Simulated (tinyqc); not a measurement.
Inside a calculation. Method: UHF in the sto-6g basis, for Li, spin multiplicity 2. This run ends on a higher stationary point, not on the lowest solution. One step of it, computed by the program tinyqc.

Question. Iteration 3: building the Fock matrix. J_ij = sum D_kl (ij|kl) with D = D(alpha) + D(beta), K_ij = sum D_kl (ik|jl) for each spin; F = H + J - K(s); E = tr D H + tr D J / 2 - 0.5 sum_s tr D(s) K(s) + E_nn.

D(alpha) after iteration 2, lower triangle:
```
            1Li 1s    1Li 2s   1Li 2px   1Li 2py   1Li 2pz
1Li 1s    1.011751
1Li 2s   -0.026383  0.000688
1Li 2px   0.000000  0.000000  0.000000
1Li 2py   0.000000  0.000000  0.000000  1.000000
1Li 2pz   0.000000  0.000000  0.000000  0.000000  0.000000
```

D(beta) after iteration 2, lower triangle:
```
            1Li 1s    1Li 2s   1Li 2px   1Li 2py   1Li 2pz
1Li 1s    1.013285
1Li 2s   -0.030069  0.000892
1Li 2px   0.000000  0.000000  0.000000
1Li 2py   0.000000  0.000000  0.000000  0.000000
1Li 2pz   0.000000  0.000000  0.000000  0.000000  0.000000
```

core Hamiltonian H = T + V (hartree), lower triangle:
```
            1Li 1s     1Li 2s    1Li 2px    1Li 2py    1Li 2pz
1Li 1s   -4.450402
1Li 2s   -0.939085  -1.093522
1Li 2px   0.000000   0.000000  -0.879985
1Li 2py   0.000000   0.000000   0.000000  -0.879985
1Li 2pz   0.000000   0.000000   0.000000   0.000000  -0.879985
```

Two-electron integrals (ij|kl) in chemists' order, unique and non-zero (hartree):
```
(11|11) 1.681247   (21|11) 0.242603   (21|21) 0.044507   (22|11) 0.397190
(22|21) 0.090279   (22|22) 0.290625   (31|31) 0.009437   (32|31) 0.014261
(32|32) 0.064236   (33|11) 0.397190   (33|21) 0.090279   (33|22) 0.290625
(33|33) 0.313125   (41|41) 0.009437   (42|41) 0.014261   (42|42) 0.064236
(43|43) 0.016875   (44|11) 0.397190   (44|21) 0.090279   (44|22) 0.290625
(44|33) 0.279374   (44|44) 0.313125   (51|51) 0.009437   (52|51) 0.014261
(52|52) 0.064236   (53|53) 0.016875   (54|54) 0.016875   (55|11) 0.397190
(55|21) 0.090279   (55|22) 0.290625   (55|33) 0.279374   (55|44) 0.279374
(55|55) 0.313125
```

nuclear repulsion = 0 hartree

Give: Coulomb J; exchange K(alpha); exchange K(beta); F(alpha); F(beta); total energy of this density.

Answer.

Coulomb J (hartree), lower triangle:
```
         1Li 1s  1Li 2s  1Li 2px  1Li 2py  1Li 2pz
1Li 1s   3.7750
1Li 2s   0.5767  1.0852
1Li 2px  0.0000  0.0000   1.0740
1Li 2py  0.0000  0.0000   0.0000   1.1077
1Li 2pz  0.0000  0.0000   0.0000   0.0000   1.0740
```

exchange K(alpha) (hartree), lower triangle:
```
         1Li 1s  1Li 2s  1Li 2px  1Li 2py  1Li 2pz
1Li 1s   1.6977
1Li 2s   0.2481  0.1047
1Li 2px  0.0000  0.0000   0.0257
1Li 2py  0.0000  0.0000   0.0000   0.3220
1Li 2pz  0.0000  0.0000   0.0000   0.0000   0.0257
```

exchange K(beta) (hartree), lower triangle:
```
         1Li 1s  1Li 2s  1Li 2px  1Li 2py  1Li 2pz
1Li 1s   1.6890
1Li 2s   0.2326  0.0399
1Li 2px  0.0000  0.0000   0.0088
1Li 2py  0.0000  0.0000   0.0000   0.0088
1Li 2pz  0.0000  0.0000   0.0000   0.0000   0.0088
```

F(alpha) (hartree), lower triangle:
```
          1Li 1s   1Li 2s  1Li 2px  1Li 2py  1Li 2pz
1Li 1s   -2.3731
1Li 2s   -0.6105  -0.1130
1Li 2px   0.0000   0.0000   0.1683
1Li 2py   0.0000   0.0000   0.0000  -0.0942
1Li 2pz   0.0000   0.0000   0.0000   0.0000   0.1683
```

F(beta) (hartree), lower triangle:
```
          1Li 1s   1Li 2s  1Li 2px  1Li 2py  1Li 2pz
1Li 1s   -2.3644
1Li 2s   -0.5950  -0.0482
1Li 2px   0.0000   0.0000   0.1852
1Li 2py   0.0000   0.0000   0.0000   0.2190
1Li 2pz   0.0000   0.0000   0.0000   0.0000   0.1852
```

total energy of this density = -7.305521 hartree
